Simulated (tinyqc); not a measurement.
Gain spectrum: optical gain and spontaneous emission in a bulk direct-gap semiconductor.

Parabolic bands, vertical transitions, no excitons. For each hole band j: mr = me mj/(me + mj); joint density of states J_j(E) = (mr/c)^(3/2) sqrt(E - Eg)/(2 pi^2), both spins, c = hbar^2/2m0; averaged matrix element |e.p|^2 = m0 Ep/6; alpha_j(E) = 4 pi^2 alpha_f c Ep J_j/(3 nr E) in 1/angstrom (alpha_f the fine-structure constant, listed as alpha among the constants), times 1e8 for 1/cm.

F_j(eta) = (1/Gamma(j + 1)) integral_0^infinity x^j dx/(1 + exp(x - eta)), which tends to exp(eta) for eta << 0.

Quasi-Fermi levels: n = Nc F_1/2(Fc/kT) and p = Nv F_1/2(Fv/kT), Fc counted up from the conduction edge and Fv down from the valence edge; Nc, Nv from N = 2 (m kB T/(4 pi c))^(3/2) with c = hbar^2/2m0, in 1/angstrom^3; times 1e24 for 1/cm^3, with me and (mhh^(3/2) + mlh^(3/2))^(2/3).

For band j the electron sits at Ee = (E - Eg) mr/me above its edge and the hole at Eh = (E - Eg) mr/mj; fe = 1/(1 + exp((Ee - Fc)/kT)), fh = 1/(1 + exp((Eh - Fv)/kT)); gain g = sum_j alpha_j (fe + fh - 1).

Constants: hbar^2/2m0 = 3.80998211 eV angstrom^2; fine-structure constant alpha = 0.007297352564; kB = 8.617333262e-05 eV/K.

Inputs chosen for the exercise (near those of InGaAs; not measured data): Eg = 0.766 eV (direct gap); me = 0.0426 m0 (electron mass); mhh = 0.481 m0 (heavy-hole mass); mlh = 0.0501 m0 (light-hole mass); Ep = 23.3 eV (Kane energy); nr = 3.54 (refractive index); T = 300 K; n = 2.4e+18 1/cm^3 (injected density, n = p).

At the density n.

Spectrum:

| E - Eg (eV) | alpha, empty (1/cm) | fe, heavy | fh, heavy | g (1/cm) |
|---|---|---|---|---|
| 0.005 | 1690 | 0.996 | 0.231 | 378 |
| 0.020 | 3316 | 0.994 | 0.223 | 673 |
| 0.030 | 4010 | 0.991 | 0.218 | 760 |
| 0.045 | 4821 | 0.985 | 0.210 | 817 |
| 0.060 | 5466 | 0.975 | 0.202 | 810 |
| 0.080 | 6162 | 0.950 | 0.192 | 705 |
| 0.100 | 6730 | 0.903 | 0.183 | 451 |
| 0.130 | 7417 | 0.763 | 0.169 | -382 |
| 0.170 | 8119 | 0.437 | 0.152 | -2504 |
| 0.220 | 8767 | 0.116 | 0.133 | -5156 |

Give the missing row, E - Eg (eV) = 0.010.

Computed row:
```
E - Eg (eV)  alpha, empty (1/cm)  fe, heavy  fh, heavy  g (1/cm)
0.010                       2375      0.996      0.229       515
```

Fc + Fv = 0.1190 eV

g is positive below E - Eg = 0.1190 eV; the largest value listed is 817 1/cm at 0.045 eV. At 0.220 eV above the gap g is -0.59 times the absorption of the empty crystal, whose limit is -1.

Run: tinyqc, `OMP_NUM_THREADS=1 python tinyqc.py 1680467 1680468 out.jsonl`; Intel(R) Xeon(R) Processor @ 2.30GHz, one thread, shared host; about 0.09 s of CPU time with all checks.
